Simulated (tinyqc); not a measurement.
Inside a calculation: two electrons on one impurity (helium-like model). Values are carried at full precision from step to step, so a last printed digit may differ when a step is redone from the rounded ones.

Units Ha* = 2 Ry m/eps^2 and a* = a0 eps/m. One electron is bound by Z^2/2. Two electrons in the singlet built from exp(-a r) and exp(-b r): S = 8 (ab)^(3/2)/(a + b)^3, h_aa = a^2/2 - Z a, h_bb alike, h_ab = S (ab/2 - Z (a + b)/2), J = ab (a^2 + 3ab + b^2)/(a + b)^3, K = 20 (ab)^3/(a + b)^5, E = (h_aa + h_bb + 2 S h_ab + J + K)/(1 + S^2). For a = b this is a^2 - 2 Z a + 5a/8. Real double donors are deeper, since the central cell is left out.

Constants: Ry = 13.60569312 eV; a0 (Bohr radius) = 0.5291772105 angstrom.

Values chosen for the exercise (near those of impurities in Si; not measured data): m = 0.317 m0 (one mean mass); eps = 11.7 (dielectric constant); Z = 2.6 (effective charge (1: D- centre, 2: double donor; other values mimic a central cell)); ab = (2.9, 1.99) 1/a* (trial exponents a, b).

## Units and equal orbitals

Give Ha*, a*, the best common exponent Z - 5/16, E = -(Z - 5/16)^2, and the binding of the second electron -Z^2/2 - E.

Ha* = 63.014 meV
a* = 19.53 angstrom
exponent = 2.2875
E with equal orbitals = -5.23266 Ha*
binding of the second electron = 116.74 meV

The first electron is bound by 213.0 meV, 1.82 times as much as the second.

## Unequal orbitals

Evaluate the integrals and E.

S, h_aa, h_bb, h_ab, J, K: 0.94851  -3.33500  -3.19395  -3.29274  1.46499  1.37480

E = -5.23015 Ha*

This lies 0.0025 Ha* above the best equal-orbital value -(Z - 5/16)^2.

## The minimum over a and b

Give a, b, E, both binding energies and U, their difference.

a, b (1/a*): 2.853  1.721

E = -5.25928 Ha*

binding of the first and second electron (meV): 212.99  118.42

U = 94.57 meV

Letting one electron stay close and the other roam (decay lengths 7 and 11 angstrom) gains 1.68 meV.

## Checks

- Minimum for Z = 1 against the known -0.51330: both -0.51330.
- Minimum for Z = 2 against the known -2.87566: both -2.87566.

Run: tinyqc, `OMP_NUM_THREADS=1 python tinyqc.py 1252112 1252113 out.jsonl`; Intel(R) Xeon(R) Processor @ 2.30GHz, one thread, shared host; about 0.03 s of CPU time with all checks.
